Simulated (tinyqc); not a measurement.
Fermi-level pinning from two metals.

Problem. Cowley-Sze model with the space charge neglected: phiB = S (phiM - chi) + (1 - S)(Eg - phi0), S = 1/(1 + q Dit dl/(eps0 ei)), dl in cm. Find S, phi0 and Dit.

Values chosen for this exercise; band and dielectric values close to those of silicon: band gap Eg = 1.13 eV; electron affinity chi = 4.04 eV; thickness of the interfacial layer dl = 0.6 nm; relative permittivity of the interfacial layer ei = 1.

Constants: q = 1.602176634e-19 C, eps0 = 8.8541878128e-14 F/cm where lengths are in cm. Results are converted to the units shown.

barriers for metals with phiM = 4.19 and 5.45 eV (eV): [0.58873171, 0.64698833]

Solution. S is the slope of phiB against phiM; either barrier then gives phi0, and S gives Dit.

S = 0.04624
phi0 = 0.5200 eV
Dit = 1.900e14 cm^-2 eV^-1

Program tinyqc, `OMP_NUM_THREADS=1 python tinyqc.py 2020140 2020141 out.jsonl`; Intel Xeon 2.30GHz, shared host, one thread, about 0.1 s.
